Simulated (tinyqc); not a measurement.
Heavy doping: band filling, gap narrowing, band tails and the effective intrinsic density: one step, computed by the program tinyqc.

An n-type crystal above its Mott density, with all dopants ionised: n = N_D - N_A, ionised centres N_I = N_D + N_A. Valleys are taken as spherical with mass m_e.

Question. What optics and devices see. n = M_c (1/(2 pi^2)) (m_e/(hbar^2/2m_0))^(3/2) int sqrt(E (1 + aE)) (1 + 2 aE) f dE with a = (1 - m_e)^2/E_g, f = 1/(1 + exp((E - E_F)/k_B T)); trapezoid rule in t = sqrt(E/k_B T), step 0.02 up to 12; E_F by bisection from the band edge. Absorption edge of a direct gap, from the valence band at k_F (T = 0 value) to the Fermi level: E_g - narrowing + E_F + (hbar^2/2m_0) k_F^2/m_h, k_F = (3 pi^2 n)^(1/3); the shift is the edge less E_g. n p/n_i^2 = exp(narrowing/k_B T) x (n/N) exp(-E_F/k_B T), N being the limit of n exp(-E_F/k_B T) far below the edge (taken at E_F = -12 k_B T); apparent narrowing = k_B T ln(n p/n_i^2).

Inputs (values chosen for the exercise, for a model semiconductor):

| quantity | value | unit |
|---|---|---|
| gap E_g | 2.87 | eV |
| electron mass m_e | 0.204 | m_0 |
| valleys M_c | 1 | - |
| hole mass m_h | 0.893 | m_0 |
| temperature T | 77 | K |

Conduction band: non-parabolic (Kane).

n = 1.90e+19 cm^-3

E_F above the band edge = 123.5549 meV

gap narrowing = 78.77242 meV

Constants: k_B = 8.617333262e-05 eV/K; hbar^2/(2 m_0) = 3.80998212 eV angstrom^2.

Give: shift of the absorption edge; absorption edge; apparent narrowing; log10(n p/n_i^2).

Answer.

shift of the absorption edge = 73.86 meV

absorption edge = 2.944 eV

apparent narrowing = -17.31 meV

log10(n p/n_i^2) = -1.133

Degeneracy takes back 96.1 meV of the 78.8 meV of narrowing, so the minority density ends below its ideal value n_i^2/n. Caution: the screening length is well below a*, where static Thomas-Fermi screening overstates the Coulomb hole.
